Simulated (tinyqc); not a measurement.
Comparisons within one model: free-carrier optics of a doped semiconductor (Drude model). A value that a table varies takes the place of the one given here.

eps(E) = ei [1 - Ep^2/(E^2 + i E Gam)], with Ep^2 = 8 pi c (e^2/(4 pi eps0)) N/(m ei), c = hbar^2/2m0, N in 1/angstrom^3 (1e-24 per 1/cm^3); Gam = hbar/tau, tau = mu m m0/e with m0/e = 5.685630e-12 kg/C and mu in m^2/(V s). Energies in meV.

n + i k = sqrt(eps1 + i eps2) with k >= 0; R = ((n - 1)^2 + k^2)/((n + 1)^2 + k^2) at normal incidence from vacuum; alpha = 2 E k/(hbar c), times 1e8 for 1/cm; loss function Im(-1/eps) = eps2/(eps1^2 + eps2^2).

Constants: hbar^2/2m0 = 3.80998211 eV angstrom^2; e^2/(4 pi eps0) = 14.39964547 eV angstrom; hbar = 6.58211957e-16 eV s; hbar c = 1973.269805 eV angstrom.

Parameters, chosen for this exercise (mass and dielectric values near those of Si; N and mu are free inputs; interband absorption and the rise of the mass with filling are left out; shifted at random, so the results belong to these values and not to a real crystal): N = 5.8e+17 1/cm^3 (carrier density); m = 0.252 m0 (conductivity mass); mu = 130 cm^2/(V s) (mobility); ei = 11.71 (high-frequency dielectric constant); E = 18 meV (photon energy).

## Reflectance across the plasma edge

Spectrum:

| E (meV) | eps1 | eps2 | R | alpha (1/cm) |
|---|---|---|---|---|
| 1.6 | 9.17 | 56.01 | 0.668 | 791 |
| 4.9 | 9.22 | 17.98 | 0.469 | 1.16e+03 |
| 8.2 | 9.30 | 10.39 | 0.373 | 1.27e+03 |
| 11.5 | 9.41 | 7.06 | 0.325 | 1.26e+03 |
| 14.0 | 9.51 | 5.54 | 0.304 | 1.23e+03 |
| 16.5 | 9.62 | 4.47 | 0.292 | 1.17e+03 |
| 18.1 | 9.70 | 3.93 | 0.287 | 1.14e+03 |
| 20.6 | 9.81 | 3.25 | 0.282 | 1.07e+03 |
| 24.7 | 10.00 | 2.44 | 0.279 | 960 |
| 32.9 | 10.35 | 1.46 | 0.279 | 756 |
| 49.4 | 10.85 | 0.62 | 0.286 | 468 |
| 82.3 | 11.31 | 0.17 | 0.293 | 211 |

What does this show, and why?

Ep = 16.5 meV and Gam = 35.3 meV: Gam exceeds Ep, so damping washes the plasma edge out. R is 0.668 at the lowest energy and lowest, 0.279, at 24.7 meV of those listed; without damping it would vanish at Ep sqrt(ei/(ei - 1)) = 17.2 meV. At the highest energy R is 0.293, against 0.300 for ei alone. Between the last two rows alpha goes as E^-1.56, where the Drude limit far above Ep and Gam is E^-2.

## Free-carrier absorption and index change in the near infrared

At the wavelengths listed E = hc/lambda (hc = 1239.841984 eV nm). Approximate forms: alpha = ei Ep^2 Gam/(E^2 sqrt(ei) hbar c) and dn = -sqrt(ei) Ep^2/(2 E^2).

Free carriers:

| lambda (micrometre) | E (meV) | alpha (1/cm) | alpha, approximate | dn | dn, approximate |
|---|---|---|---|---|---|
| 1.31 | 946.4 | 1.85 | 1.85 | -0.000517 | -0.000518 |
| 1.55 | 799.9 | 2.59 | 2.60 | -0.000723 | -0.000725 |
| 2.00 | 619.9 | 4.31 | 4.32 | -0.00120 | -0.00121 |
| 3.00 | 413.3 | 9.66 | 9.72 | -0.00270 | -0.00271 |
| 5.00 | 248.0 | 26.5 | 27.0 | -0.00740 | -0.00754 |
| 8.00 | 155.0 | 66.1 | 69.1 | -0.0184 | -0.0193 |
| 10.60 | 117.0 | 112 | 121 | -0.0312 | -0.0339 |

How do the results move?

At 1.55 micrometre alpha = 2.59 1/cm and dn = -0.000723; a phase shift of pi needs a length lambda/(2 |dn|) = 1.07e+03 micrometre, over which the loss is 1.21 dB. The approximate alpha is within 5 % up to 8 micrometre of the wavelengths listed; it needs photon energies well above both Ep and Gam, which lie at 75.3 and 35.1 micrometre. Interband and intervalley absorption are left out; with a realistic dc mobility the Drude form tends to understate the near-infrared absorption of Si.

## What moves the optical constants

At the energy E. Each row changes one parameter from the base and keeps the others.

Results:

| case | Ep (meV) | Gam (meV) | R | alpha (1/cm) |
|---|---|---|---|---|
| base | 16.46 | 35.34 | 0.2873 | 1.14e+03 |
| N = 8.7e+17 1/cm^3 | 20.16 | 35.34 | 0.3005 | 1.75e+03 |
| m = 0.3024 m0 | 15.03 | 29.45 | 0.2807 | 1.06e+03 |
| mu = 78 cm^2/(V s) | 16.46 | 58.90 | 0.2952 | 752 |
| ei = 12.3 | 16.06 | 35.34 | 0.2961 | 1.11e+03 |
| E = 21.6 meV | 16.46 | 35.34 | 0.2809 | 1.04e+03 |

What does this show?

The largest shifts from the base row, up to three for each result and ties (the steps differ in size, so this ranks the rows, not the parameters). Ep (meV): N +3.70, m -1.43, ei -0.40; unchanged at the printed digits by mu and E. Gam (meV): mu +23.56, m -5.89; unchanged at the printed digits by N, ei and E. R: N +0.0132, ei +0.0088, mu +0.0078. alpha (1/cm): N +611, mu -387, E -94.9.

tinyqc: `OMP_NUM_THREADS=1 python tinyqc.py 1651820 1651821 out.jsonl`; about 0.01 s, one thread, shared Intel(R) Xeon(R) Processor @ 2.30GHz.
